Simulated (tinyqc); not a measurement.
Inputs raised by 2 %, one at a time: strain-driven roughening and islands of a mismatched epitaxial film. Computed by tinyqc, a small Python program. Command: `OMP_NUM_THREADS=1 python tinyqc.py 3015761 3015762 out.jsonl island sens`. One thread of a shared host (Intel(R) Xeon(R) Processor @ 2.30GHz), about 0.01 s of CPU time with the checks.

Film and substrate share isotropic elastic constants; the film is coherent and biaxially strained.

Inputs (values chosen for the exercise, modelled on Ge on Si):

| quantity | value | unit |
|---|---|---|
| misfit \|f\| | 0.0431 | - |
| shear modulus G | 51.7 | GPa |
| Poisson ratio nu | 0.25 | - |
| surface energy gamma | 1.01 | J/m^2 |
| contact angle of the shallow shape theta_1 | 13.9 | degrees |
| contact angle of the steep shape theta_2 | 24 | degrees |
| facet energy of shape 1 over gamma | 1 | - |
| facet energy of shape 2 over gamma | 1.004 | - |
| wetting energy gamma_s - gamma | 0.44 | J/m^2 |
| decay length of wetting delta | 0.3 | nm |
| island volume V | 4400 | nm^3 |

Constants: e = 1.602176634e-19 C.

Method:
- M = 2 G (1 + nu)/(1 - nu); stress = M f; energy density w = M f^2.
- The surface energy depends on thickness as gamma + (gamma_s - gamma) exp(-h/delta). Its curvature adds W2 = (gamma_s - gamma) exp(-h/delta)/delta^2 to the restoring terms; the flat film is stable while W2 > (1 + nu)^2 w^2/gamma, which gives h_c = delta ln[(gamma_s - gamma) gamma/(delta^2 (1 + nu)^2 w^2)], or 0 if negative.
- Shallow faceted island (Tersoff form): E = 4 Gam V^(2/3) tan^(1/3)(theta) - 6 c V tan(theta), Gam = gamma [x/sin(theta) - 1/tan(theta)], x the facet energy over gamma, c = stress^2 (1 - nu)/(2 pi G).
- The barrier is the maximum of E, at V_c = [4 Gam/(9 c)]^3 / tan^2(theta) (1 GPa nm = 1 J/m^2).
- The two energies cross at V_x^(1/3) = 4 [Gam_2 t2^(1/3) - Gam_1 t1^(1/3)]/(6 c (t2 - t1)), t = tan(theta); mu = dE/dV.

Runs:

| input moved | from | to | wetting-layer thickness h_c (nm) | barrier, shape 1 (eV) | crossing volume V_x (nm^3) | barrier, shape 2 (eV) |
|---|---|---|---|---|---|---|
| base run | - | - | 1.029 | 0.7641 | 15.51 | 2.579 |
| misfit \|f\| | 0.0431 | 0.043962 | 1.005 | 0.7059 | 13.77 | 2.382 |
| shear modulus G (GPa) | 51.7 | 52.734 | 1.017 | 0.7344 | 14.61 | 2.479 |
| Poisson ratio nu | 0.25 | 0.255 | 1.020 | 0.7420 | 14.84 | 2.504 |
| contact angle of the steep shape theta_2 (degrees) | 24 | 24.48 | 1.029 | 0.7641 | 15.39 | 2.667 |
| wetting energy gamma_s - gamma (J/m^2) | 0.44 | 0.4488 | 1.035 | 0.7641 | 15.51 | 2.579 |
| decay length of wetting delta (nm) | 0.3 | 0.306 | 1.037 | 0.7641 | 15.51 | 2.579 |
| facet energy of shape 2 over gamma | 1.004 | 1.02408 | 1.029 | 0.7641 | 42.92 | 4.706 |

Exponents ln(y'/y) / ln(x'/x):

| input | wetting-layer thickness h_c | barrier, shape 1 | crossing volume V_x | barrier, shape 2 |
|---|---|---|---|---|
| misfit \|f\| | -1.180 | -4.000 | -6.000 | -4.000 |
| shear modulus G | -0.587 | -2.000 | -3.000 | -2.000 |
| Poisson ratio nu | -0.434 | -1.482 | -2.223 | -1.482 |
| contact angle of the steep shape theta_2 | 0.000 | 0.000 | -0.387 | 1.705 |
| wetting energy gamma_s - gamma | 0.291 | 0.000 | 0.000 | 0.000 |
| decay length of wetting delta | 0.413 | 0.000 | 0.000 | 0.000 |
| facet energy of shape 2 over gamma | 0.000 | 0.000 | 51.419 | 30.372 |

Among the inputs moved here: wetting-layer thickness h_c answers most in size to misfit |f| (exponent -1.180), next to shear modulus G (-0.587); its exponent is below 0.0005 for contact angle of the steep shape theta_2, facet energy of shape 2 over gamma. barrier, shape 1 answers most in size to misfit |f| (exponent -4.000), next to shear modulus G (-2.000); its exponent is below 0.0005 for contact angle of the steep shape theta_2, wetting energy gamma_s - gamma, decay length of wetting delta, facet energy of shape 2 over gamma. Its exponent -4.000 in misfit |f|: Gam^3/c^2. Crossing volume V_x answers most in size to facet energy of shape 2 over gamma (exponent +51.419), next to misfit |f| (-6.000); its exponent is below 0.0005 for wetting energy gamma_s - gamma, decay length of wetting delta. Its exponent -6.000 in misfit |f|: (Gam/c)^3. barrier, shape 2 answers most in size to facet energy of shape 2 over gamma (exponent +30.372), next to misfit |f| (-4.000); its exponent is below 0.0005 for wetting energy gamma_s - gamma, decay length of wetting delta.

Caution (all rows): a critical island of a few cubic nanometres holds a few hundred atoms at most, and edge energies, left out here, matter.

Extremes, crossings and ranges named in words are read from the listed rows.
